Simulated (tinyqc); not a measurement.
Inside a calculation: round or elliptic silicon nanowire with anisotropic valleys (Ritz method). Values are carried at full precision from step to step, so a last printed digit may differ when a step is redone from the rounded ones.

Wire along x = [100] on a (001) wafer, y = [010], z = [001]. Valley groups, two valleys each (w = inverse masses): A, axis along z: w_y = 1/mt, w_z = 1/ml, m_x = mt; B, axis along y: w_y = 1/ml, w_z = 1/mt, m_x = mt; C, axis along x: w_y = w_z = 1/mt, m_x = ml.

Constants: hbar^2/2m0 = 3.80998211 eV angstrom^2; kB = 8.617333262e-05 eV/K.

Parameters, chosen for this exercise (near those of a Si nanowire; shifted at random, so the results belong to these values and not to a real crystal): ml = 0.909 m0 (longitudinal mass); mt = 0.194 m0 (transverse mass); a = 17 angstrom (semi-axis along y); b = 17 angstrom (semi-axis along z); group = B (valley group worked out); T = 350 K (temperature).

## Stretching the ellipse

Scaling y by 1/sqrt(w_y) and z by 1/sqrt(w_z) makes the mass 1 and the semi-axes A = a/sqrt(w_y), B = b/sqrt(w_z). List them with the one-function estimate 3c (1/A^2 + 1/B^2) and the slender limit c (pi/2s)^2 (1 + 2s/(pi l)), s and l the smaller and larger of A, B; c = hbar^2/2m0.

Groups:
```
group  g      A      B  axis ratio  one function (eV)  slender limit (eV)
A      2   7.49  16.21       2.165             0.2474              0.2170
B      2  16.21   7.49       2.165             0.2474              0.2170
C      2   7.49   7.49       1.000             0.4077              0.2744
```

The one-function value suits axis ratios near 1 and the slender limit ratios well above 2.

## Matrices of three even functions

Hard wall on the ellipse (y/a)^2 + (z/b)^2 = 1, c = hbar^2/2m0. With u = y/a, v = z/b the operator is -c [(w_y/a^2) d2/du2 + (w_z/b^2) d2/dv2] on the unit disc. Basis (1 - u^2 - v^2) u^i v^j; S, X and Y are the disc integrals of f f', (df/du)(df'/du) and (df/dv)(df'/dv), from the integral of u^p v^q = 2 Gamma((p+1)/2) Gamma((q+1)/2)/((p + q + 2) Gamma((p+q+2)/2)) for even p, q; H = c (w_y X/a^2 + w_z Y/b^2).

Basis 1, u^2, v^2 times (1 - u^2 - v^2); form S and H for the chosen group.

S, lower triangle:
```
            1       u^2       v^2
1    1.047198
u^2  0.130900  0.039270
v^2  0.130900  0.013090  0.039270
```

H (meV), lower triangle:
```
            1      u^2      v^2
1    259.0508
u^2   43.1751  23.7845
v^2   43.1751   5.3969  51.7720
```

## Lowest level in this basis

Solve H p = E S p for the wire level; give E, the ratios p2/p1 and p3/p1, and H11/S11.

E = 234.7 meV

ratios: -0.81  -0.25

one function = 247.4 meV

The two added functions lower the level by 12.6 meV (5.1 %), mostly by narrowing the state along u, the direction in which the stretched ellipse is long.

## Subbands

Converged values use 21 functions of each parity class (e or o in u, then in v).

The nine lowest levels of all groups and parity classes.

Subbands:
```
group, parity  g  m_x (m0)  E (eV)
A ee           2    0.1940  0.2345
B ee           2    0.1940  0.2345
C ee           2    0.9090  0.3930
A eo           2    0.1940  0.3973
B oe           2    0.1940  0.3973
A ee           2    0.1940  0.6198
B ee           2    0.1940  0.6198
A oe           2    0.1940  0.7860
B eo           2    0.1940  0.7860
```

At 350 K and without degeneracy the populations go as g sqrt(m_x) exp(-E/kB T): among these nine the lowest level, shared by A ee and B ee, holds 99 % and the light transport mass mt 99 % of the electrons. Levels above about 0.3 eV lie beyond parabolic valleys and hard walls.

## Checks

- Circle of radius a with both masses mt against c (2.404826/R)^2/m, eV: both 0.3930.

Computed by tinyqc, a small Python program: `OMP_NUM_THREADS=1 python tinyqc.py 1281559 1281560 out.jsonl` (the numbers bound the seed that draws the inputs); one thread of a shared host (Intel(R) Xeon(R) Processor @ 2.30GHz), about 0.03 s for the whole set of steps.
